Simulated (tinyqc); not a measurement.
# Ballistic Schottky-barrier transistor with a two-dimensional channel, WKB contacts: what changes with what

Source Fermi level 0, drain Fermi level -Vd. Far from the contacts Ec = pn - psi, and the gate moves psi one to one; the band edges relax as exp(-x/lam) from pn at the source and pn - Vd at the drain; Ev = Ec - Eg. A carrier of energy w inside the channel band meets at a contact a barrier of height D (the contact edge beyond the channel edge): T = 1 for w >= D, else exp(-S), S = 4 lam sqrt(m/C) [sqrt(D - w) - sqrt(w) arctan sqrt((D - w)/w)], C = hbar^2/(2 m0). The two contacts combine as Ts Td/(Ts + Td - Ts Td).

Values chosen for this exercise; channel values close to those of a black phosphorus layer:
```
symbol  value  unit                                    meaning
T         300     K                                temperature
Eg      0.607    eV                                   band gap
pn       0.25    eV     barrier for electrons at both contacts
mn       0.16    m0                              electron mass
mp       0.16    m0                                  hole mass
g           1                              valleys or subbands
lam         2    nm           screening length at the contacts
Vd        0.5     V                                 drain bias
ps       0.44     V  band shift psi of the channel by the gate
```

Constants: q = 1.602176634e-19 C, kB = 1.380649e-23 J/K, hbar = 1.054571817e-34 J s, h = 6.62607015e-34 J s, m0 = 9.1093837015e-31 kg, Vt = kB T/q, hbar^2/(2 m0) = 0.0380998212 eV nm^2. Results are converted to the units shown.

Each table varies one quantity; the others keep the values above.

## Ambipolar transfer curve

I/W = g (2 q^2/h) int T(w) [N(Es + w) - N(Ed + w)] dw with w the energy of motion along the channel, N(y) = (1/2 pi) sqrt(pi m kB T/C) Fm(-y/kB T), Fm(x) = (1/sqrt(pi)) int_0^infinity u^(-1/2)/(1 + exp(u - x)) du. Electrons: Ds = psi, Dd = psi - Vd, Es = Ec, Ed = Ec + Vd. Holes: Ds = -psi, Dd = Vd - psi, Es = -Ev, Ed = -Ev - Vd. The size of each current is taken; both flow from drain to source and add. The integrals are converged. Swing = d(psi)/d(log10 I).

Ambipolar transfer curve:
```
ps (V)  electrons (uA/um)  holes (uA/um)  I (uA/um)  swing (mV/decade)
-0.29            1.579e-7          192.3      192.3             -438.6
-0.22            2.367e-6          128.4      128.4             -363.4
-0.16            2.411e-5          84.70      84.70             -303.0
-0.09            3.616e-4          46.49      46.49             -237.9
-0.03            0.003682          24.17      24.17             -187.7
0.03              0.02528          10.42      10.44             -144.8
0.1                0.1189          2.794      2.913             -115.6
0.16               0.4689         0.6713      1.140             -439.5
0.23                2.462         0.1120      2.574              107.7
0.29                9.265        0.02495      9.289              115.4
0.35                26.58       0.005934      26.59              152.1
0.42                65.34       0.001216      65.34              212.0
```

What does the comparison show?

I goes from 192 through a minimum of 1.14 (at ps = 0.16 V among the rows listed) to 65.3 uA/um; the exact minimum lies at psi = 0.169 V. Holes carry the left branch and electrons the right. The ratio of the last row to the smallest is 57.3 and of the first row 169, with barriers of 0.25 eV for electrons and 0.357 eV for holes. The steepest swing among the rows is 108 mV/decade, against the thermionic limit 59.5.

## Effect of the screening length

Same model as above.

Result of one run:
```
lam (nm)  current of the electrons (uA/um)  share over the barriers (%)  |d psi/d log10| of this current (mV/decade)
4.8                                  5.000                       0.2350                                        202.5
```

What becomes of these results when the screening length at the contacts lam is changed from 4.8 to 0.5 nm, all else the same?

Result of the changed run:
```
lam (nm)  current of the electrons (uA/um)  share over the barriers (%)  |d psi/d log10| of this current (mV/decade)
0.5                                  910.8                     0.001290                                        290.7
```

The whole series:
```
lam (nm)  current of the electrons (uA/um)  share over the barriers (%)  |d psi/d log10| of this current (mV/decade)
0.5                                  910.8                     0.001290                                        290.7
1.6                                  139.0                     0.008456                                        244.0
2.6                                  38.74                      0.03033                                        217.6
3.7                                  12.54                      0.09371                                        204.4
4.8                                  5.000                       0.2350                                        202.5
5.9                                  2.351                       0.4999                                        208.7
6.9                                  1.332                       0.8824                                        220.0
8                                   0.7934                        1.481                                        237.6
```

The current falls from 911 to 0.793 uA/um, while the share over the barriers rises from 0.00129 to 1.48 %: the thermionic part does not depend on lam, and a thinner barrier adds tunnelling. The swing goes from 291 through a minimum of 202 (at lam = 4.8 nm among the rows listed) to 238 mV/decade.

Range of the model: No scattering, image-force lowering, channel charge or band-to-band tunnelling; parabolic kappa overstates S deep in the gap.

Computed by the program tinyqc: `OMP_NUM_THREADS=1 python tinyqc.py 2390117 2390118 out.jsonl`, one thread of a shared Intel Xeon 2.30GHz, about 0.3 s for the whole run.
